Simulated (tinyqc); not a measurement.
Grain growth, pinning, strength and diffusional creep of a polycrystal or thin film: one step, computed by the program tinyqc. Command: `OMP_NUM_THREADS=1 python tinyqc.py 3016937 3016938 out.jsonl grain walk`. One thread of a shared host (Intel(R) Xeon(R) Processor @ 2.30GHz), about 0.01 s of CPU time with the checks.

One mean grain size d describes the structure.

Task: Grain size after the anneal. dd/dt = 2 M gamma (1/d - 1/d_lim) integrates to 2 M gamma t = d_lim (d0 - d) + d_lim^2 ln[(d_lim - d0)/(d_lim - d)]; without pinning d^2 = d0^2 + 4 M gamma t.

Inputs (values chosen for the exercise, modelled on gold):
```
quantity               value   unit
boundary energy gamma   0.35  J/m^2
anneal temperature T     405      K
anneal time t          10000      s
initial grain size d0     32     nm
```

mobility M = 4.043302e-19 m^4/(J s)

limit d_lim = 8372.093 nm

Give: size without pinning; grain size d.

Result:

size without pinning = 81.760 nm

grain size d = 81.510 nm

Pinning holds d to 100 % of the free value.
